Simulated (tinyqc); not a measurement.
# Joule-heated wire on a substrate, fin equation: effects of single changes

A wire of length L loses heat along itself to two contacts and sideways to the substrate: kap A theta'' - g theta + p = 0 with theta = T - T0 and p(x) = p0 exp(-((x/L - x0)/sg)^2/2). The ends are held at T0. Constant conductivity, diffusive heat flow.

Parameters, values chosen for the exercise:
- kap = 270 W/(m K) (conductivity along the wire)
- A = 250 nm^2 (cross-section)
- g = 0.37 W/(m K) (conductance per length to the substrate)
- L = 1900 nm (length between the contacts)
- Rc = 0 K/uW (thermal resistance of each contact)
- p0 = 0.077 uW/nm (peak heating per length)
- x0 = 0.63 (place of the hot spot as a share of L)
- sg = 0.06 (width of the hot spot as a share of L)

Each table varies one quantity; the others keep the values above.

## Effect of the width of the hot spot as a share of L

The equation is solved on 800 equal steps and the peak is the largest node value. LH = sqrt(kap A/g); the share is the integral of g theta over that of p.

The same in every row: LH (nm) = 427.1; L/LH = 4.448.

Effect of the width of the hot spot as a share of L:
```
sg	peak theta (K)	peak/(p0/g)	share to the substrate (%)
0.03	29.97	0.1440	74.72
0.06	54.05	0.2597	74.03
0.09	73.40	0.3527	72.85
0.12	88.89	0.4272	71.20
0.15	101.2	0.4865	69.35
0.18	111.1	0.5337	67.62
0.21	118.9	0.5715	66.09
0.24	125.3	0.6021	64.77
```

What does the table show?

As sg goes from 0.03 to 0.24, the peak theta rises from 30.0 to 125 K and the share of heat to the substrate falls from 74.7 to 64.8 %; L/LH is 4.45 throughout.

## Effect of the conductance per length to the substrate

Same model as above.

Effect of the conductance per length to the substrate:
```
g (W/(m K))	LH (nm)	L/LH	peak theta (K)	peak/(p0/g)	share to the substrate (%)
0.037	1351	1.407	111.8	0.05373	18.87
0.08	918.6	2.068	96.65	0.1004	34.08
0.17	630.1	3.015	76.44	0.1688	53.75
0.37	427.1	4.448	54.05	0.2597	74.03
0.8	290.5	6.541	35.11	0.3648	88.66
1.7	199.3	9.535	21.67	0.4783	96.25
3.7	135.1	14.07	12.53	0.6021	99.20
```

What does the comparison show?

As g goes from 0.037 to 3.7 W/(m K), the peak theta falls from 112 to 12.5 K and the share of heat to the substrate rises from 18.9 to 99.2 %; L/LH goes from 1.4 to 14. Where L/LH is smallest the peak reaches 0.054 of p0/g, where it is largest 0.60.

## Effect of the place of the hot spot as a share of L

Same model as above.

The same in every row: LH (nm) = 427.1; L/LH = 4.448.

Effect of the place of the hot spot as a share of L:
```
x0	peak theta (K)	peak/(p0/g)	share to the substrate (%)
0.5	55.29	0.2657	77.84
0.57	54.96	0.2641	76.76
0.65	53.58	0.2575	72.73
0.72	50.99	0.2450	66.36
0.8	45.20	0.2172	55.03
0.88	34.11	0.1639	39.03
0.95	19.31	0.09280	24.93
```

As x0 goes from 0.5 to 0.95, the peak theta falls from 55.3 to 19.3 K and the share of heat to the substrate falls from 77.8 to 24.9 %; L/LH is 4.45 throughout.

tinyqc, about 0.01 s, one thread, Intel Xeon 2.30GHz (shared host): `OMP_NUM_THREADS=1 python tinyqc.py 2520038 2520039 out.jsonl`
